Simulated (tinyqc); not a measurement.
A chain with uneven site energies and dephasing by Buettiker voltage probes: two steps of the calculation.

Sites 1 to 4 form a chain with hopping -t. Lead L joins site 1 and lead R site 4, both semi-infinite chains with hopping -t and site energy 0. Every site carries a probe with self-energy -i Gamma_p/2 that draws no net current. Linear response at zero temperature: mu_L = 1, mu_R = 0 in units of the bias.

Values chosen for this exercise: probe broadening Gamma_p gp = 0.83 eV.

Constants: q = 1.602176634e-19 C, h = 6.62607015e-34 J s. Results are converted to the units shown.

Question 1. Transmissions between terminals. With Gamma the broadening by one lead, T_RL = Gamma^2 |G_(4,1)|^2, T_pL = Gamma Gamma_p |G_(p,1)|^2, T_pR = Gamma Gamma_p |G_(p,4)|^2, T_pq = Gamma_p^2 |G_(p,q)|^2 for p != q.

G (1/eV):

|  | 1 | 2 | 3 | 4 |
|---|---|---|---|---|
| 1 | -0.28348625-0.45126774i | -0.02804129-0.33912334i | 0.09031285-0.17125577i | 0.12314579-0.01346711i |
| 2 | -0.02804129-0.33912334i | -0.48304453-0.49441495i | -0.08043418-0.38496914i | 0.17528344-0.18054808i |
| 3 | 0.09031285-0.17125577i | -0.08043418-0.38496914i | -0.40048696-0.51525633i | 0.12970680-0.39690042i |
| 4 | 0.12314579-0.01346711i | 0.17528344-0.18054808i | 0.12970680-0.39690042i | -0.10133661-0.60357702i |

Gamma = 1.7599716 eV

Give: T_RL; T_pL; T_pR; T_pq.

Answer 1.

T_RL = 0.047535

| probe | T_pL | T_pR |
|---|---|---|
| 1 | 0.41487 | 0.02242 |
| 2 | 0.16914 | 0.09250 |
| 3 | 0.05476 | 0.25469 |
| 4 | 0.02242 | 0.54717 |

T_pq:

|  | 1 | 2 | 3 | 4 |
|---|---|---|---|---|
| 1 | 0.00000 | 0.07977 | 0.02582 | 0.01057 |
| 2 | 0.07977 | 0.00000 | 0.10655 | 0.04362 |
| 3 | 0.02582 | 0.10655 | 0.00000 | 0.12011 |
| 4 | 0.01057 | 0.04362 | 0.12011 | 0.00000 |

Question 2. Probe potentials and effective transmission. No current into probe p: W mu = T_pL with W_pp = T_pL + T_pR + sum_q T_pq and W_pq = -T_pq. Then T_eff = T_RL + sum_p T_pR mu_p, and the resistance is (h/2q^2)/T_eff.

T_RL = 0.047535005

| probe | T_pL | T_pR |
|---|---|---|
| 1 | 0.41487077 | 0.02241744 |
| 2 | 0.16914469 | 0.09249913 |
| 3 | 0.05475713 | 0.25469192 |
| 4 | 0.02241744 | 0.54716935 |

T_pq:

|  | 1 | 2 | 3 | 4 |
|---|---|---|---|---|
| 1 | 0.00000000 | 0.07976839 | 0.02582338 | 0.01057203 |
| 2 | 0.07976839 | 0.00000000 | 0.10655278 | 0.04362245 |
| 3 | 0.02582338 | 0.10655278 | 0.00000000 | 0.12011233 |
| 4 | 0.01057203 | 0.04362245 | 0.12011233 | 0.00000000 |

Wanted: W; mu_p; T_eff; resistance.

Answer 2.

W:

|  | 1 | 2 | 3 | 4 |
|---|---|---|---|---|
| 1 | 0.55345 | -0.07977 | -0.02582 | -0.01057 |
| 2 | -0.07977 | 0.49159 | -0.10655 | -0.04362 |
| 3 | -0.02582 | -0.10655 | 0.56194 | -0.12011 |
| 4 | -0.01057 | -0.04362 | -0.12011 | 0.74389 |

mu_p, probe 1 to 4: [0.84332, 0.54882, 0.26530, 0.11714]
T_eff = 0.24887
resistance = 51.860 kohm

Program tinyqc, `OMP_NUM_THREADS=1 python tinyqc.py 2700104 2700105 out.jsonl`; Intel Xeon 2.30GHz, shared host, one thread, about 0.01 s.
